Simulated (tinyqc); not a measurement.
Worked calculation: tight binding, kagome lattice. Computed by tinyqc, a small Python program that keeps every step. Settings: t1 = 1.44, t2 = 1.44, delta = 0.2, bands filled = 2. Command: `OMP_NUM_THREADS=1 python tinyqc.py 28662 28663 out.jsonl` (the two numbers bound the seeds that draw the settings). One thread of a shared host (Intel(R) Xeon(R) Processor @ 2.60GHz), about 0.01 s of CPU time with the checks.

## Bloch Hamiltonian at k

Parameters chosen for this model:
```
parameter     value                unit
t1         1.440000    eV, up triangles
t2         1.440000  eV, down triangles
delta      0.200000        eV on site C
```

k point k (fractions of the reciprocal vectors): 0.0300  -0.2300

H_AB = -t1 - t2 exp(-i k.a1), H_AC = -t1 - t2 exp(-i k.a2), H_BC = -t1 - t2 exp(i k.(a1 - a2)), H_CC = delta.

H(k) at k (eV):
```
                 A                B                C
A           0.0000  -2.8545+0.2698i  -1.6205-1.4286i
B  -2.8545-0.2698i           0.0000  -1.3496-1.4372i
C  -1.6205+1.4286i  -1.3496+1.4372i           0.2000
```

## Levels at k

Diagonalise the Hermitian matrix.

eigenvalues (eV): -4.6339  1.9518  2.8821

weights |c|^2 of the basis functions:
```
   band 1  band 2  band 3
A  0.3740  0.0763  0.5497
B  0.3583  0.2037  0.4381
C  0.2677  0.7200  0.0122
```

## Bloch Hamiltonian at K

k point K (fractions of the reciprocal vectors): 0.3333  0.6667

As before.

H(k) at K (eV):
```
                 A                B                C
A           0.0000  -0.7200+1.2471i  -0.7200-1.2471i
B  -0.7200-1.2471i           0.0000  -0.7200+1.2471i
C  -0.7200+1.2471i  -0.7200-1.2471i           0.2000
```

## Levels at K

As before.

eigenvalues (eV): -1.4400  -1.3088  2.9488

weights |c|^2 of the basis functions:
```
   band 1  band 2  band 3
A  0.5000  0.1772  0.3228
B  0.5000  0.1772  0.3228
C  0.0000  0.6456  0.3544
```

## Bands along a path

The same steps at evenly spaced points between the labelled ones.

Bands along the path (eV):
```
k           band 1   band 2  band 3
G          -5.6944   2.8800  3.0144
G-K 0.33   -5.0235   2.3011  2.9224
G-K 0.67   -3.3279   0.5995  2.9284
K          -1.4400  -1.3088  2.9488
K-M 0.33   -2.1091  -0.6540  2.9631
K-M 0.67   -2.6082  -0.1679  2.9762
M          -2.7817        0  2.9817
M-K' 0.33  -2.6082  -0.1679  2.9762
M-K' 0.67  -2.1091  -0.6540  2.9631
K'         -1.4400  -1.3088  2.9488
```

With 2 band(s) filled, the highest filled level on these points lies at G and the lowest empty one at G-K 0.33: a gap of 0.0424 eV, indirect.
